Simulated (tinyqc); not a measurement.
Inside a calculation: Weaire-Thorpe hybrids on a Bethe lattice: gap and dangling bond of an amorphous tetrahedral solid. Values are carried at full precision from step to step, so a last printed digit may differ when a step is redone from the rounded ones.

Four sp3 hybrids an atom at energy 0, coupled by -V1 on the atom and by -V2 along a bond; the bonds form a tree (no rings). For any network the gap runs at least from -V2 + V1 to V2 - 3 V1, and p-like states pile up at -V2 + V1 and V2 + V1. On the tree the gap is wider: it ends at Ec = -V1 + sqrt(V2^2 + 4 V1^2 - 2 sqrt3 V1 V2), which makes it well wider than the gaps of the real glasses. A branch seen from a hybrid has the self-energy S = V2^2 g, where g is the Green function of the hybrid across the bond, whose three partners carry S themselves. With a = z - V1, b = a - S: g = 1/(a + V1 b/(b + 3 V1)), z = E + i eta. A full atom has G = (1/b)(b + 3 V1)/(b + 4 V1) per hybrid; a dangling hybrid with shift dh has G = 1/(1/g - dh).

Inputs chosen for the exercise (of the size of tabulated hybrid energies for amorphous silicon; the results hold for these values, not for the real material):
- V1 = 1.81 eV (coupling of two hybrids on one atom)
- V2 = 4.42 eV (coupling of the two hybrids of a bond)
- E = -3.64 eV (energy)
- eta = 0.05 eV (broadening)
- dh = 0.39 eV (shift of the dangling hybrid (rehybridisation))

## Edges

Bounds -V2 + V1 and V2 - 3 V1. On the tree the s-like bands are narrower: E = -V1 -/+ sqrt(V2^2 + 4 V1^2 + V1 V2 e) with e from -2 sqrt3 to 2 sqrt3 (for a crystal, -4 to 4), so the conduction edge is -V1 + sqrt(V2^2 + 4 V1^2 - 2 sqrt3 V1 V2).

edges (eV): Ev -2.6100, Ec(bound) -1.0100, Ec(tree) 0.4098

gaps (eV): (bound, reached in the crystal) 1.6000, (tree) 3.0198

The gap needs no periodicity, only V2 > 2 V1 (here V2/V1 = 2.442); leaving out rings widens it by 1.420 eV. Two parameters give the trend, not the value.

## The self-energy at one energy

S = V2^2 g is a quadratic A S^2 + B S + C = 0 with A = a + V1, B = -(a (a + 4 V1) + V2^2), C = V2^2 (a + 3 V1), a = z - V1. Of the two roots take the one with Im S < 0 (if both qualify, the decaying one, with the smaller |V1 V2 g/(b + 3 V1)|).

A, B, C: -3.6400+0.0500i  -9.7784+0.1830i  -0.3907+0.9768i

roots (eV): -0.0385+0.1021i  -2.6481-0.0887i

S = -2.6481-0.0887i eV

## Densities at that energy

With z = E + i eta, b = z - V1 - S: full atom G = (b + 3 V1)/(b (b + 4 V1)); g = S/V2^2; dangling hybrid 1/(1/g - dh); densities -Im G/pi.

G (1/eV): (bulk) -0.2107-0.0150i, (dangling with dh = 0) -0.1355-0.0045i, (dangling with dh) -0.1287-0.0041i
densities (1/eV): (bulk) 0.0048, (dangling with dh = 0) 0.0014, (dangling with dh) 0.0013

## The dangling-bond level

For eta = 0 the level solves 1/g(E) = dh inside the gap (bisection); its weight on the dangling hybrid is 1/(d(1/g)/dE), by central differences with step 1e-5 eV.

level = 0.1777 eV
above Ev = 2.7877 eV
weight on the dangling hybrid = 0.409

The level lies at 92 % of the gap of the tree; 59 % of it spreads over the back bonds.

## Checks

- Conduction edge from the formula against the zero of the discriminant: both 0.409751.
- S from the quadratic against damped iteration of S = V2^2 g: both -2.648054.

Computed by tinyqc, a small Python program: `OMP_NUM_THREADS=1 python tinyqc.py 1482439 1482440 out.jsonl` (the numbers bound the seed that draws the inputs); one thread of a shared host (Intel(R) Xeon(R) Processor @ 2.30GHz), about 0.03 s for the whole set of steps.
